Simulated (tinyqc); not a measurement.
Free and trapped electrons in a MOS channel with a dense trap tail: two steps of the calculation.

p-type body, charge-sheet picture, full ionisation (an idealisation for deep acceptors), Boltzmann statistics for free electrons. e = Ec - EF at the surface. Acceptor-like traps of density D(E) = D0 + De exp(-E/Ew) at depth E below Ec, from 0 to Eu, hold n_t = integral of D(E)/(1 + exp((e - E)/Vt)). psi = Eg - Vt ln(Nv/Na) - e; N_dep = sqrt(2 eps0 eps_r Na (psi - Vt)/q); n_f = sqrt(N_dep^2 + 2 eps0 eps_r Vt Nc exp(-e/Vt)/q) - N_dep; Vg = Vfb + psi + q (N_dep + n_t + n_f)/Cox, Cox = eps0 eox/tox.

Parameters, values chosen for the exercise; band and dielectric values close to those of 4H silicon carbide: temperature T = 475 K; band gap Eg = 3.25 eV; relative permittivity eps_r = 9.89; conduction-band density of states at T Nc = 3.43e19 cm^-3; valence-band density of states at T Nv = 5e19 cm^-3; relative permittivity of the insulator eox = 3.9; insulator thickness tox = 27 nm; acceptor density Na = 1.1e17 cm^-3; flat-band voltage without trapped charge Vfb = -2.05 V; constant background density of acceptor-like traps D0 = 1.8e11 cm^-2 eV^-1; density of the tail at the conduction edge De = 3.2e13 cm^-2 eV^-1; decay energy of the tail Ew = 0.08 eV; depth below Ec down to which the traps reach Eu = 0.66 eV; mobility of free electrons mf = 68 cm^2/(V s); Ec - EF at the surface e = 0.082 eV.

Constants: q = 1.602176634e-19 C, kB = 1.380649e-23 J/K, Vt = kB T/q, eps0 = 8.8541878128e-14 F/cm where lengths are in cm. Results are converted to the units shown.

Question 1. Trapped charge. Trapezoid rule on 15 equal steps from 0 to Eu, f = 1/(1 + exp((e - E)/Vt)).

Give: E; D(E) f; n_t.

Answer 1.

E, point 0 to 15 (eV): [0, 0.04400, 0.08800, 0.1320, 0.1760, 0.2200, 0.2640, 0.3080, 0.3520, 0.3960, 0.4400, 0.4840, 0.5280, 0.5720, 0.6160, 0.6600]
D(E) f, point 0 to 15 (cm^-2 eV^-1): [3.825e12, 5.281e12, 5.812e12, 4.885e12, 3.385e12, 2.152e12, 1.345e12, 8.575e11, 5.721e11, 4.065e11, 3.107e11, 2.554e11, 2.235e11, 2.051e11, 1.945e11, 1.884e11]
n_t = 1.227e12 cm^-2

Question 2. Charges and gate voltage. psi, N_dep, n_f and Vg as defined, with the n_t given; free share n_f/(n_f + n_t); apparent mobility mf n_f/(n_f + n_t); gate voltage spent on traps q n_t/Cox.

n_t = 1.2272308e12 cm^-2

Give: psi; N_dep; n_f; Vg; free share; apparent mobility; gate voltage spent on traps.

Answer 2.

psi = 2.9175 V
N_dep = 1.8598e12 cm^-2
n_f = 4.9158e11 cm^-2
Vg = 5.3506 V
free share = 28.600 %
apparent mobility = 19.448 cm^2/(V s)
gate voltage spent on traps = 1.5374 V

tinyqc, about 0.04 s, one thread, Intel Xeon 2.30GHz (shared host): `OMP_NUM_THREADS=1 python tinyqc.py 2222096 2222097 out.jsonl`
